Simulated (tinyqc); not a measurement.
Scattering rates of a carrier in a spherical band by Fermi's golden rule: one step, computed by the program tinyqc.

All processes here are isotropic or elastic, and the rate listed is the momentum relaxation rate.

Task: All rates at E. Kane band: hbar^2 k^2/(2 m) = E (1 + alpha E), speed v = hbar k/(m (1 + 2 alpha E)), states per spin, volume and energy g(E) = m k (1 + 2 alpha E)/(2 pi^2 hbar^2); overlap factors are set to 1. Masses are multiplied by m_0 and all formulas are in SI units. Phonon occupation N_q = 1/(exp(hbar w/(k_B T)) - 1). Acoustic deformation potential (elastic, equipartition, absorption and emission together): 1/tau = 2 pi k_B T D_A^2 g(E)/(hbar rho v_l^2). Optical or intervalley deformation potential: 1/tau = (pi Z_f D_o^2/(rho w)) [N_q g(E + hbar w) + (N_q + 1) g(E - hbar w)], with g = 0 below the band edge. Singly charged impurities, momentum relaxation: 1/tau = N_I e^4 m (1 + 2 alpha E) Phi/(8 pi (eps_s eps_0)^2 hbar^3 k^3), with alpha = 0 for a parabolic band. Conwell-Weisskopf: Phi = ln(1 + y^2), y = 4 pi eps_s eps_0 E N_I^(-1/3)/e^2 (largest impact parameter N_I^(-1/3)/2). Rates add: 1/tau_m is the sum, and the mean free path is v tau_m.

Inputs (values chosen for the exercise, modelled on electrons in germanium): density-of-states mass of one valley m = 0.224 m_0; non-parabolicity alpha = 0.65 1/eV; static permittivity eps_s = 16; density rho = 5323 kg/m^3; sound velocity v_l = 5300 m/s; acoustic deformation potential D_A = 11 eV; phonon energy hbar w = 31.7 meV; optical or intervalley deformation potential D_o = 4.7 1e8 eV/cm; final valleys Z_f = 3; ionised impurity density N_I = 3.4e+15 1/cm^3; temperature T = 400 K; carrier energy E = 100 meV.

Crystal: non-polar. Band: Kane. Impurity formula: Conwell-Weisskopf. Further scattering: none.

Constants: k_B = 1.380649e-23 J/K; e = 1.602176634e-19 C; hbar = 1.054571817e-34 J s; m_0 = 9.1093837015e-31 kg; hbar = 6.582119569e-16 eV s; k_B = 8.617333262e-05 eV/K; eps_0 = 8.8541878128e-12 F/m.

Give: Momentum relaxation rates; momentum relaxation time tau_m; mean free path.

Result:

Momentum relaxation rates:
```
process             rate (1/s)  share (%)
acoustic             5.681e+12      60.77
optical absorption   1.379e+12      14.76
optical emission     2.272e+12      24.31
ionised impurity     1.517e+10     0.1623
```

momentum relaxation time tau_m = 107.0 fs

mean free path = 38.72 nm

The largest rate is acoustic (61 %), then optical emission (24 %).
